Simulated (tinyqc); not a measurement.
Defect, radiative and Auger recombination at equal electron and hole densities (ABC model): sweeps and comparisons. A value that a table varies takes the place of the one given here.

J/(e d) = Ae n + B n^2 + C n^3 with Ae = A + 4 S/w (four side walls, carriers spread evenly), e = 1.602176634e-19 C, lengths in cm; internal efficiency IQE = B n^2/(Ae n + B n^2 + C n^3); all injected carriers recombine in the layer.

Parameters, chosen for this exercise (orders of magnitude like those quoted for InP; not measured data): A = 23000000 1/s (defect rate); B = 1.8e-10 cm^3/s (radiative coefficient); C = 4.6e-31 cm^6/s (Auger coefficient); S = 0 cm/s (recombination velocity of the side walls); w = 4.8 micrometre (side of the square mesa); d = 81 nm (active thickness); S2 = 6300 cm/s (recombination velocity of the side walls in this comparison); J = 330 A/cm^2 (current density).

## Efficiency against current

The slope is d ln(B n^2)/d ln J = 2 (Ae + B n + C n^2)/(Ae + 2 B n + 3 C n^2).

Results:

| J (A/cm^2) | n (1/cm^3) | IQE | slope | differential lifetime (ns) |
|---|---|---|---|---|
| 10 | 1.53e+17 | 0.544 | 1.295 | 12.8 |
| 50 | 4.03e+17 | 0.759 | 1.136 | 5.94 |
| 2.0e+02 | 8.63e+17 | 0.869 | 1.068 | 2.99 |
| 7.0e+02 | 1.66e+18 | 0.925 | 1.035 | 1.60 |
| 3.0e+03 | 3.50e+18 | 0.957 | 1.013 | 0.768 |
| 1.0e+04 | 6.43e+18 | 0.965 | 1.002 | 0.418 |
| 5.0e+04 | 1.43e+19 | 0.956 | 0.987 | 0.183 |
| 2.0e+05 | 2.82e+19 | 0.929 | 0.970 | 0.0887 |
| 7.0e+05 | 5.14e+19 | 0.882 | 0.946 | 0.0451 |
| 3.0e+06 | 1.01e+20 | 0.794 | 0.907 | 0.0198 |

What does this show?

IQE peaks at 0.965 for J = 1.21e+04 A/cm^2, where the slope passes 1. It is 0.544 at the lowest current and 0.794 at the highest, a droop of 18 %. The slope runs from 1.29 to 0.91; its limits are 2 (defects alone), 1 (radiation alone) and 2/3 (Auger alone). Rows above 1e5 A/cm^2 (3 of them) are formal: heating, left out, would destroy a real device. In the 6 rows above about 2e18 1/cm^3 the bands are degenerate: B saturates and stimulated emission, left out, would clamp n in a laser cavity.

## Shrinking the mesa

S = S2; w takes the values listed.

Results:

| w (micrometre) | Ae (1/s) | IQE_max | J at the peak (A/cm^2) | IQE at J |
|---|---|---|---|---|
| 200 | 2.43e+07 | 0.964 | 1.28e+04 | 0.890 |
| 100 | 2.55e+07 | 0.963 | 1.35e+04 | 0.885 |
| 50 | 2.80e+07 | 0.962 | 1.48e+04 | 0.875 |
| 20 | 3.56e+07 | 0.957 | 1.89e+04 | 0.845 |
| 10 | 4.82e+07 | 0.950 | 2.58e+04 | 0.797 |
| 5 | 7.34e+07 | 0.939 | 3.97e+04 | 0.709 |
| 2 | 1.49e+08 | 0.916 | 8.26e+04 | 0.504 |
| 1 | 2.75e+08 | 0.889 | 1.57e+05 | 0.298 |

What does this show?

The walls equal the bulk defect rate at w = 4 S/A = 11 micrometre. From 200 to 1 micrometre the peak efficiency falls from 0.964 to 0.889 and moves to a current 12.3 times higher; at the fixed J the efficiency goes from 0.89 to 0.298. For large w diffusion to the walls, left out here, would limit the loss.

## Spreading the carriers over a thicker layer

d is multiplied by the factor listed, at the same J.

Results:

| factor | n (1/cm^3) | defect | radiative | Auger |
|---|---|---|---|---|
| 0.10 | 3.68e+18 | 0.0333 | 0.958 | 0.00900 |
| 0.20 | 2.59e+18 | 0.0468 | 0.947 | 0.00626 |
| 0.50 | 1.62e+18 | 0.0730 | 0.923 | 0.00381 |
| 1.0 | 1.12e+18 | 0.102 | 0.896 | 0.00257 |
| 2.0 | 7.78e+17 | 0.141 | 0.858 | 0.00171 |
| 5.0 | 4.71e+17 | 0.213 | 0.786 | 0.000946 |
| 10 | 3.17e+17 | 0.287 | 0.712 | 0.000578 |
| 20 | 2.09e+17 | 0.379 | 0.621 | 0.000332 |

What can be read from the table?

The best factor listed is 0.1 (IQE 0.9577); the optimum factor equals J/J_peak = 0.0273, a layer of 2.21 nm, since only J/d matters and the peak value 0.965 does not depend on d. A thicker layer trades Auger loss (0.009 to 0.000332) for defect loss (0.0333 to 0.379).

## What moves the efficiency

IQE_max = Q/(Q + 2) with Q = B/sqrt(Ae C), reached at n = sqrt(Ae/C). Each row changes one parameter from the base and keeps the others.

Results:

| case | n (1/cm^3) | IQE | IQE_max | J at the peak (A/cm^2) |
|---|---|---|---|---|
| base | 1.125e+18 | 0.8957 | 0.9651 | 1.21e+04 |
| A = 46000000 1/s | 1.066e+18 | 0.8049 | 0.9514 | 2.46e+04 |
| B = 2.7e-10 cm^3/s | 9.281e+17 | 0.9146 | 0.9765 | 1.79e+04 |
| C = 9.2e-31 cm^6/s | 1.123e+18 | 0.8933 | 0.9514 | 6.14e+03 |
| d = 162 nm | 7.783e+17 | 0.8575 | 0.9651 | 2.42e+04 |
| J = 990 A/cm^2 | 1.991e+18 | 0.9352 | 0.9651 | 1.21e+04 |

What does this show?

The largest shifts from the base row, up to three for each result and ties (the steps differ in size, so this ranks the rows, not the parameters). n (1/cm^3): J +8.66e+17, d -3.47e+17, B -1.97e+17. IQE: A -0.0908, J +0.0395, d -0.0382. IQE_max: A -0.0137, C -0.0137, B +0.0114; unchanged at the printed digits by d and J. J at the peak (A/cm^2): A +1.25e+04, d +1.21e+04, C -5.96e+03; unchanged at the printed digits by J.

Computed by tinyqc, a small Python program: `OMP_NUM_THREADS=1 python tinyqc.py 1650986 1650987 out.jsonl` (the numbers bound the seed that draws the inputs); one thread of a shared host (Intel(R) Xeon(R) Processor @ 2.30GHz), about 0.01 s for the whole set of steps.
